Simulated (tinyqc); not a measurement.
Surface potential of a MOS transistor: implicit equation and explicit approximations: one step of the calculation.

p-type body, charge-sheet picture, depletion and inversion only, full ionisation (an idealisation for deep acceptors), Boltzmann statistics (rough once Na exp(x - xn) passes about Nc/7). In units of Vt: xg = (Vg - Vfb)/Vt, x = psi/Vt, G = gamma/sqrt(Vt), xn = (2 phiF + Vc)/Vt. The implicit equation is (xg - x)^2 = G^2 [x - 1 + exp(x - xn)] for x above about 3. Cox = eps0 eox/tox.

Task. Potential, charges and gate control. psi = Vt x; N_dep = Cox Vt G sqrt(x - 1)/q; N_inv = (Cox Vt G/q) [sqrt(x - 1 + exp(x - xn)) - sqrt(x - 1)]; dpsi/dVg = 1/[1 + G^2 (1 + exp(x - xn))/(2 (xg - x))].

Values chosen for this exercise; band and dielectric values close to those of 4H silicon carbide: temperature T = 300 K; relative permittivity of the gate insulator (close to silicon dioxide) eox = 3.9; insulator thickness tox = 2 nm; channel-body voltage Vc = 1 V.

Constants: q = 1.602176634e-19 C, kB = 1.380649e-23 J/K, Vt = kB T/q, eps0 = 8.8541878128e-14 F/cm where lengths are in cm. Results are converted to the units shown.

converged x = 160.72014
G = 0.72468627
xn = 155.32658
xg = 174.84141

Wanted: psi; N_dep; N_inv; dpsi/dVg.

Result.

psi = 4.155 V
N_dep = 2.552e12 cm^-2
N_inv = 1.383e12 cm^-2
dpsi/dVg = 0.1957

psi lies 5.4 Vt above 2 phiF + Vc.

Numbers from tinyqc (`OMP_NUM_THREADS=1 python tinyqc.py 2122184 2122185 out.jsonl`; about 0.01 s on one thread of a shared Intel Xeon 2.30GHz).
